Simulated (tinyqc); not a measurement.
Grain growth, pinning, strength and diffusional creep of a polycrystal or thin film: one step, computed by the program tinyqc.

One mean grain size d describes the structure.

Task: Diffusional creep at T_c. Nabarro-Herring rate = 14 sigma Omega D_l/(k_B T d^2), D_l = D0 exp(-Q_l/(k_B T)); Coble rate = 14 pi sigma Omega delta D_b/(k_B T d^3), delta D_b = delta D0b exp(-Q_b/(k_B T)); they are equal at d_x = pi delta D_b/D_l.

Inputs (values chosen for the exercise, modelled on polycrystalline silicon): atomic volume Omega = 20.02 angstrom^3; anneal temperature T = 1245 K; lattice diffusion energy Q_l = 4.56 eV; boundary diffusion energy Q_b = 2.44 eV; lattice prefactor D0 = 0.00016 m^2/s; boundary prefactor delta D0b = 7.3e-15 m^3/s; applied stress sigma = 170 MPa; service temperature T_c = 784 K.

grain size d = 61.84147 nm

Constants: k_B = 1.380649e-23 J/K; k_B = 8.617333262e-05 eV/K.

Give: Nabarro-Herring rate; Coble rate; crossover size d_x; time to 1 % strain.

Result:

Nabarro-Herring rate = 8.9579e-19 1/s

Coble rate = 8.8156e-08 1/s

crossover size d_x = 6.0859e+09 micrometre

time to 1 % strain = 1.1344e+05 s

Boundary diffusion carries the creep, by a factor 9.8e10. Caution: sigma Omega is not small against k_B T, as the linear creep laws assume.
